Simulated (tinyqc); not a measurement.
Raman line shape of confined optical phonons and breathing modes of small crystals: one step, computed by the program tinyqc. Command: `OMP_NUM_THREADS=1 python tinyqc.py 3006656 3006657 out.jsonl confine walk`. One thread of a shared host (Intel(R) Xeon(R) Processor @ 2.30GHz), about 0.01 s of CPU time with the checks.

Confinement in 3 direction(s) lets phonons with q away from zero scatter light. q is in units of 2 pi/a, from 0 to 1, and the branch is isotropic: omega(q)^2 = (omega_0^2 + omega_X^2)/2 + ((omega_0^2 - omega_X^2)/2) cos(pi q). The model and its constant beta are phenomenological; beta = 8 is the common choice.

Task: Intensity at one frequency. Weight W(q) = q^2 exp(-(2 L q/a)^2/(2 beta)) dq, that is exp(-k^2 L^2/(2 beta pi^2)) for k = 2 pi q/a. I(omega) = int W(q) / [(omega - omega(q))^2 + (Gamma_0/2)^2] dq / int W dq x (Gamma_0/2)^2, by 400 Gauss-Legendre points on 0 < q < min(1, 2.5 a sqrt(2 beta)/L). Bulk Lorentzian 1/(1 + (2 offset/Gamma)^2); mean shift = weighted mean of omega(q) less the bulk frequency.

Inputs (values chosen for the exercise, modelled on silicon):
```
quantity                                value      unit
bulk frequency omega_0                    521      1/cm
frequency at the zone boundary omega_X    408      1/cm
natural width Gamma_0                     2.9      1/cm
lattice constant a                      5.431  angstrom
size L                                     11        nm
confinement constant beta                   8         -
probe offset omega - omega_0              -10      1/cm
```

Shape: sphere.

Give: I at the probe offset; bulk Lorentzian there; mean shift, from the weights.

Result:

I at the probe offset = 0.097275

bulk Lorentzian there = 0.020592

mean shift, from the weights = -3.5840 1/cm
